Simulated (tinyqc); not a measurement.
p-i-n power rectifier, conductivity modulation at high injection: two steps of the calculation.

A drift layer from x = -d to d (2 d = W) between ideal p+ and n+ emitters (no recombination in them). High injection, n = p, ambipolar diffusion with one lifetime; both mobilities scale as (T/300 K)^(-bt).

Inputs (values chosen for the exercise); bulk values close to those of 4H silicon carbide:
- T = 450 K (temperature)
- eps_r = 9.48 (relative permittivity)
- Kc = 23600 V/cm per (cm^-3)^(1/8) (critical-field constant)
- BV = 2400 V (rated breakdown voltage of the drift layer)
- mud = 818 cm^2/(V s) (drift mobility at 300 K)
- bt = 2.5 (temperature exponent of the drift mobility)
- mup = 110 cm^2/(V s) (hole mobility at 300 K)
- Eg = 3.27 eV (band gap)
- Nc = 3.12e19 cm^-3 (conduction-band density of states at T)
- Nv = 4.59e19 cm^-3 (valence-band density of states at T)
- J = 200 A/cm^2 (forward current density)

Constants: q = 1.602176634e-19 C, kB = 1.380649e-23 J/K, Vt = kB T/q, eps0 = 8.8541878128e-14 F/cm where lengths are in cm. Results are converted to the units shown.

Task 1. Drift layer. Triangular field at breakdown with Ec = Kc N^(1/8): BV = eps0 eps_r Ec^2/(2 q N), so N = (eps0 eps_r Kc^2/(2 q BV))^(4/3); W = 2 BV/Ec; mu = mud (T/300 K)^(-bt); rho = 1/(q mu N); ideal resistance rho W.

Give: drift doping N; Ec; drift thickness W; electron mobility mu at T; drift resistivity rho; ideal resistance.

Result 1.

drift doping N = 5.1496e15 cm^-3
Ec = 2.1721 MV/cm
drift thickness W = 22.098 um
electron mobility mu at T = 296.84 cm^2/(V s)
drift resistivity rho = 4.0831 ohm cm
ideal resistance = 9.0230 mohm cm^2

Task 2. Forward voltage and stored charge. Ohmic drop: integral of J/(q (mun + mup) n); diffusion (Dember) drop Vt B ln(n(-d)/n(d)); both junctions together Vt ln(n(-d) n(d)/ni^2), ni = sqrt(Nc Nv) exp(-Eg/(2 Vt)), Eg in volts; V_F = the sum; stored charge q times the integral of n. Trapezoid rule; mun and mup scale as (T/300 K)^(-bt).

| point | x (um) | n (cm^-3) |
|---|---|---|
| 0 | -11.049119 | 2.6068758e17 |
| 1 | -9.207599 | 1.9627803e17 |
| 2 | -7.366080 | 1.4824208e17 |
| 3 | -5.524560 | 1.1257256e17 |
| 4 | -3.683040 | 8.6293893e16 |
| 5 | -1.841520 | 6.7213901e16 |
| 6 | 0.000000 | 5.3740924e16 |
| 7 | 1.841520 | 4.4751038e16 |
| 8 | 3.683040 | 3.9494305e16 |
| 9 | 5.524560 | 3.7532205e16 |
| 10 | 7.366080 | 3.8701058e16 |
| 11 | 9.207599 | 4.3098372e16 |
| 12 | 11.049119 | 5.1090972e16 |

B = 0.76293103

Find: ohmic drop; diffusion drop; junction drops; V_F; stored charge.

Result 2.

ohmic drop = 0.1371 V
diffusion drop = 0.04822 V
junction drops = 2.821 V
V_F = 3.006 V
stored charge = 30.21 uC/cm^2

Program tinyqc, `OMP_NUM_THREADS=1 python tinyqc.py 2230114 2230115 out.jsonl`; Intel Xeon 2.30GHz, shared host, one thread, about 0.01 s.
